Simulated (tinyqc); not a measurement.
What each parameter does: hydrogenic donor in a hard-walled well (variational).

Trial function cos(pi z/L) exp(-r/lam), r measured from the donor at zi, walls at +/- L/2, one eps everywhere. Counted from the lowest subband, E(lam) = c/(m lam^2) - (q/eps) I0/I1, with I0 the integral of cos^2(pi z/L) exp(-2|z - zi|/lam) over the well and I1 the same with the factor (|z - zi| + lam/2); c = hbar^2/2m0, q = e^2/(4 pi eps0). The binding energy is -E at the minimum.

Constants: hbar^2/2m0 = 3.80998211 eV angstrom^2; e^2/(4 pi eps0) = 14.39964547 eV angstrom; Ry = 13.60569312 eV.

Values chosen for the exercise (near those of InGaAs; shifted at random, so the results belong to these values and not to a real crystal):
- m = 0.043 m0 (mass)
- eps = 13.8 (dielectric constant)
- L = 413 angstrom (well width)
- zi = 0 angstrom (position of the donor from the centre)

The minimum over lam; Ry* = Ry m/eps^2. Each row changes one parameter from the base and keeps the others.

Results:

| case | binding (meV) | lam (angstrom) | binding/Ry* |
|---|---|---|---|
| base | 5.05 | 166.5 | 1.645 |
| m = 0.037 m0 | 4.60 | 188.1 | 1.739 |
| eps = 15.2 | 4.32 | 180.2 | 1.705 |
| L = 537 angstrom | 4.59 | 173.5 | 1.495 |
| zi = 83 angstrom | 4.32 | 177.9 | 1.406 |

The largest shifts from the base row, up to three for each result and ties (the steps differ in size, so this ranks the rows, not the parameters). binding (meV): eps -0.74, zi -0.74, L -0.46, m -0.46. lam (angstrom): m +21.6, eps +13.7, zi +11.4. binding/Ry*: zi -0.239, L -0.150, m +0.093.

Run: tinyqc, `OMP_NUM_THREADS=1 python tinyqc.py 1282436 1282437 out.jsonl`; Intel(R) Xeon(R) Processor @ 2.30GHz, one thread, shared host; about 0.03 s of CPU time with all checks.
